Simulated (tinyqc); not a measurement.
# Inputs raised by 2 %, one at a time

Model: solubility, supersaturation, precipitation and gettering of an impurity in a silicon-like host. Computed by tinyqc, a small Python program. Command: `OMP_NUM_THREADS=1 python tinyqc.py 3029790 3029791 out.jsonl ripen sens`. One thread of a shared host (Intel(R) Xeon(R) Processor @ 2.30GHz), about 0.01 s of CPU time with the checks.

The wafer was saturated at T1 and is then held at T.

Inputs (values chosen for the exercise, for a model impurity):
```
quantity,value,unit
site density N0,5e+22,1/cm^3
enthalpy of solution H,2.21,eV
entropy of solution S,2.7,k_B
diffusion prefactor D0,0.00024,cm^2/s
migration energy Q,1.25,eV
temperature of saturation T1,1375,K
anneal temperature T,1106,K
sink density n,2e+11,1/cm^3
initial sink radius r0,4.8,nm
impurity density in the precipitate C_p,2.1e+22,1/cm^3
interface energy gamma,0.38,J/m^2
anneal time t,280,s
```

Constants: k_B = 8.617333262e-05 eV/K; k_B = 1.380649e-23 J/K.

Method:
- C_eq(T) = N0 exp(S/k_B - H/(k_B T)); D(T) = D0 exp(-Q/(k_B T)); C0 = C_eq(T1). Supersaturation s = C0/C_eq(T); critical radius r* = 2 gamma/(C_p k_B T ln s); barrier W* = (4 pi/3) gamma r*^2. Strain energy is left out.
- tau0 = 1/(4 pi n r0 D); C_fixed(t) = C_eq + (C0 - C_eq) exp(-t/tau0). If all excess precipitates, the final radius is r_f = [r0^3 + 3 (C0 - C_eq)/(4 pi n C_p)]^(1/3), with tau_f = 1/(4 pi n r_f D).
- Growing sinks: with y = r/r_f and y0 = r0/r_f, dy/dt = (1 - y^3)/(3 tau_f y), which integrates to t/tau_f = F(y) - F(y0), F(y) = (1/2) ln[(1 + y + y^2)/(1 - y)^2] - sqrt(3) arctan[(2y + 1)/sqrt(3)]; the share of the excess left is (1 - y^3)/(1 - y0^3), and C(t) = C_eq + (C0 - C_eq) x share.

Runs:
```
input moved,from,to,tau_f (s),final radius r_f (nm),C(t) with growing sinks (1/cm^3),critical radius r* (nm)
base run,-,-,1080.1,7.6213,4.9662e+15,0.52245
enthalpy of solution H (eV),2.21,2.2542,1180.0,6.9761,3.4316e+15,0.51220
entropy of solution S (k_B),2.7,2.754,1065.5,7.7256,5.2384e+15,0.52245
migration energy Q (eV),1.25,1.275,1404.1,7.6213,5.1786e+15,0.52245
temperature of saturation T1 (K),1375,1402.5,981.0,8.3915,7.1189e+15,0.48347
sink density n (1/cm^3),2e+11,2.04e+11,1064.2,7.5838,4.9491e+15,0.52245
initial sink radius r0 (nm),4.8,4.896,1074.7,7.6600,4.9513e+15,0.52245
impurity density in the precipitate C_p (1/cm^3),2.1e+22,2.142e+22,1085.5,7.5838,4.9673e+15,0.51220
```

Exponents ln(y'/y) / ln(x'/x):
```
input,tau_f,final radius r_f,C(t) with growing sinks,critical radius r*
enthalpy of solution H,4.467,-4.467,-18.666,-1.000
entropy of solution S,-0.686,0.686,2.695,0.000
migration energy Q,13.246,0.000,2.116,0.000
temperature of saturation T1,-4.861,4.861,18.184,-3.915
sink density n,-0.751,-0.249,-0.174,0.000
initial sink radius r0,-0.255,0.255,-0.151,0.000
impurity density in the precipitate C_p,0.249,-0.249,0.011,-1.000
```

Which inputs matter most for each result?

Among the inputs moved here: tau_f answers most in size to migration energy Q (exponent +13.246), next to temperature of saturation T1 (-4.861). Final radius r_f answers most in size to temperature of saturation T1 (exponent +4.861), next to enthalpy of solution H (-4.467); its exponent is below 0.0005 for migration energy Q. C(t) with growing sinks answers most in size to enthalpy of solution H (exponent -18.666), next to temperature of saturation T1 (+18.184). Critical radius r* answers most in size to temperature of saturation T1 (exponent -3.915), next to enthalpy of solution H (-1.000); its exponent is below 0.0005 for entropy of solution S, migration energy Q, sink density n, initial sink radius r0.

Caution (all rows): the barrier to homogeneous nucleation is below 35 k_B T for these inputs, so new precipitates would form and outnumber the fixed sinks assumed here.
